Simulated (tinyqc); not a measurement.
Chemical-mechanical planarisation: Preston law, pattern density and step-height reduction. Changing the contact height h_c. Computed by tinyqc, a small Python program. Command: `OMP_NUM_THREADS=1 python tinyqc.py 3009024 3009025 out.jsonl cmp sweep`. One thread of a shared host (Intel(R) Xeon(R) Processor @ 2.30GHz), about 0.01 s of CPU time with the checks.

A row of 12 cells, repeated periodically, holds raised features that cover a share rho of each cell.

Inputs (values chosen for the exercise, close to those used for oxide polishing):

| quantity | value | unit |
|---|---|---|
| Preston coefficient K | 2.4e-13 | 1/Pa |
| pressure P | 31 | kPa |
| platen and carrier speed | 60 | rpm |
| distance between the centres | 16 | cm |
| initial step height h0 | 600 | nm |
| film above the raised areas z0 | 1100 | nm |
| cell size | 2.3 | mm |
| planarisation length | 6.3 | mm |
| polish time t | 87 | s |

local pattern densities, cell by cell: 0.6  0.2  0.4  0.5  0.4  0.3  0.3  0.7  0.6  0.3  0.1  0.4

Method:
- With equal rotation speeds the relative speed is uniform, v = omega r_c; Preston rate R0 = K P v.
- The stiff pad averages the density: rho_eff(i) = sum_j w_ij rho_j / sum_j w_ij, w = exp(-2 d^2/L^2), L the planarisation length and d the distance between cell centres, summed over all periodic images of cell j.
- While h > h_c only raised areas polish, at R0/rho_eff, until t_c = rho_eff (h0 - h_c)/R0. After that h = h_c exp(-(t - t_c)/tau), tau = rho_eff h_c/R0; low areas polish at R0 (1 - h/h_c) and raised areas at R0 [1 + (1 - rho_eff) h/(rho_eff h_c)]. Removed from raised areas after t_c: h0 - h_c + R0 (t - t_c) + (1 - rho_eff)(h_c - h); from low areas: R0 (t - t_c) - rho_eff (h_c - h). Film left = z0 less the removal from raised areas.

One run for each value:

| contact height h_c (nm) | largest remaining step (nm) | range of film left across the row (nm) | thinnest film left (nm) |
|---|---|---|---|
| 18 | 5.457e-18 | 89.72 | 48.87 |
| 67 | 3.415e-04 | 89.72 | 48.87 |
| 120 | 8.556e-02 | 89.76 | 48.87 |
| 160 | 5.437e-01 | 89.99 | 48.88 |
| 210 | 2.177e+00 | 90.77 | 48.95 |
| 260 | 5.354e+00 | 92.15 | 49.22 |
| 310 | 1.016e+01 | 94.02 | 49.83 |
| 360 | 1.651e+01 | 96.23 | 50.92 |

Describe and explain the trends.

Over the rows, largest remaining step (nm) rises from 5.46e-18 to 16.5 (exponent d ln y / d ln x 24 between the first rows and 3.2 between the last); range of film left across the row (nm) rises from 89.7 to 96.2; thinnest film left (nm) rises from 48.9 to 50.9. A softer pad (larger h_c) touches the low areas sooner, so steps linger.

Extremes, crossings and ranges named in words are read from the listed rows.
